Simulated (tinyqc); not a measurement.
Worked calculation: plane-wave Kohn-Sham cycle with exchange-only LDA in a layered model solid. Computed by tinyqc, a small Python program that keeps every step. Settings: points = 16, plane-wave index or count = 3, electrons = 4, k points = 3, area = 24.0, mixing = 0.8, iteration cap = 60. Command: `OMP_NUM_THREADS=1 python tinyqc.py 28257 28258 out.jsonl` (the two numbers bound the seeds that draw the settings). One thread of a shared host (Intel(R) Xeon(R) Processor @ 2.60GHz), about 0.02 s of CPU time with the checks.

A solid whose potential varies along x alone (atomic units):
```
parameter                      value
period a                   12.000000
cross-section of the cell  24.000000
electrons per cell                 4
grid points                       16
plane waves -n..n, n               3
k points                           3
V1 in V1 cos(2 pi x/a)     -0.190000
```

Stop when sqrt(dV sum R^2) is below 1e-8, dV = a A/N.

Course of the cycle:
```
iteration  E (hartree)  norm of the residual
1          -0.68093387              1.33e-01
2          -0.83790987              2.16e-01
3          -1.22780812              2.71e-01
4          -1.25799294              3.14e-01
5          -1.62793079              3.22e-01
6          -1.32668217              3.25e-01
7          -1.65947457              3.25e-01
8          -1.32907954              3.25e-01
9          -1.66021269              3.25e-01
10         -1.32912940              3.25e-01
11         -1.66022412              3.25e-01
...                ...                   ...
50         -1.32913207              3.25e-01
51         -1.66022545              3.25e-01
52         -1.32913207              3.25e-01
53         -1.66022545              3.25e-01
54         -1.32913207              3.25e-01
55         -1.66022545              3.25e-01
56         -1.32913207              3.25e-01
57         -1.66022545              3.25e-01
58         -1.32913207              3.25e-01
59         -1.66022545              3.25e-01
60         -1.32913207              3.25e-01
```

Can the last value be used, and what does the course show?

Not by the stop rule. Not converged within 60 iterations: the residual has stopped falling: the iteration swings between two states. Reruns (cap 100 unless said): mixing 0.1: not converged; mixing 0.5, Kerker q0 1.0: not converged; mixing 0.3, Pulay depth 5: not converged; the original settings with a cap of 400: not converged.
